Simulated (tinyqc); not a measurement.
What each parameter does: Landau levels of massless Dirac electrons.

E_N = sqrt(2N) hv/l for N = 0, 1, 2, ... and the mirror levels below zero; each is fourfold (spin, valley), Zeeman splitting left out; half of level 0 belongs to the electrons.

In a field B along z: l = 1/sqrt((e/hbar) B) is the magnetic length, n_B = B/(h/e) the number of states per area in one level, hbar wc = 2 muB B/m for mass m in m0; 1/angstrom^2 = 1e16/cm^2.

Level 0 takes 2 n_B electrons and each higher level 4 n_B. At zero temperature and without broadening EF sits in the partly filled level.

Constants: e/hbar = 1.519267448e-05 1/(T angstrom^2); h/e = 413566.7697 T angstrom^2; muB = 5.788381798e-05 eV/T.

Inputs chosen for the exercise (out of a larger set: near those of graphene; not measured data):
```
symbol  value  unit         meaning
hv      6.96   eV angstrom  hbar v
B       2.7    T            magnetic field
n       9.2    x 1e11/cm^2  electron sheet density
```

The second and third levels from below, nu = n/n_B, and EF.

Results for these values:
```
case  second level (meV)  third level (meV)     nu  EF (meV)
base               63.04              89.15  14.09    126.08
```

What happens to each result for B = 2.29 T, all else kept?

Answer: second level falls from 63.04 to 58.06; third level falls from 89.15 to 82.11; nu rises from 14.09 to 16.61; EF falls from 126.08 to 116.12.

The same for each parameter in turn:
```
case                   second level (meV)  third level (meV)     nu  EF (meV)
base                                63.04              89.15  14.09    126.08
B = 2.29 T                          58.06              82.11  16.61    116.12
hv = 5.92 eV angstrom               53.62              75.83  14.09    107.24
n = 11 x 1e11/cm^2                  63.04              89.15  16.85    126.08
```

Program tinyqc; command `OMP_NUM_THREADS=1 python tinyqc.py 1281656 1281657 out.jsonl`; about 0.01 s on one thread of a shared Intel(R) Xeon(R) Processor @ 2.30GHz.
